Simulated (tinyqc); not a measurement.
## Memristor with linear dopant drift, Biolek window: effect of the film thickness on the first half period

A film of thickness D has a doped share x: R = Ron x + Roff (1 - x), i = v/R, dx/dt = k i F with k = mv Ron/D^2 and F = 1 - x^(2 p) for i >= 0 and 1 - (x - 1)^(2 p) for i < 0. The drive is v = V0 sin(2 pi f t). The model has no threshold and no heating.

The equation is integrated to convergence over the first half period; the lobe area is the integral of i dv, down branch less up branch.

Parameters, values chosen for the exercise: resistance of the fully doped film Ron = 50 ohm; resistance of the undoped film Roff = 16000 ohm; dopant mobility mv = 1.4e-14 m^2/(V s); doped share at t = 0 x0 = 0.44; amplitude V0 = 0.5 V; window exponent p = 2; frequency f = 1.3 Hz.

Effect of the film thickness on the first half period:

| D (nm) | x at half period | R0/R(half period) | peak i (uA) | lobe area (uW) |
|---|---|---|---|---|
| 8 | 0.6009 | 1.400 | 65.22 | 3.632 |
| 10 | 0.5385 | 1.212 | 61.07 | 1.953 |
| 14 | 0.4885 | 1.094 | 58.19 | 0.8729 |
| 18 | 0.4689 | 1.054 | 57.14 | 0.5022 |
| 23 | 0.4576 | 1.032 | 56.55 | 0.2989 |
| 31 | 0.4496 | 1.017 | 56.15 | 0.1613 |
| 40 | 0.4458 | 1.010 | 55.95 | 0.09593 |

As D goes from 8 to 40 nm, x at half period falls from 0.601 to 0.446, the resistance ratio falls from 1.40 to 1.01 and the lobe area falls from 3.63 to 0.0959 uW. The rate constant goes as 1/D^2, so the area goes as D^(-2.04) between the last two rows.

Computed by the program tinyqc: `OMP_NUM_THREADS=1 python tinyqc.py 2880113 2880114 out.jsonl`, one thread of a shared Intel Xeon 2.30GHz, about 0.3 s for the whole run.
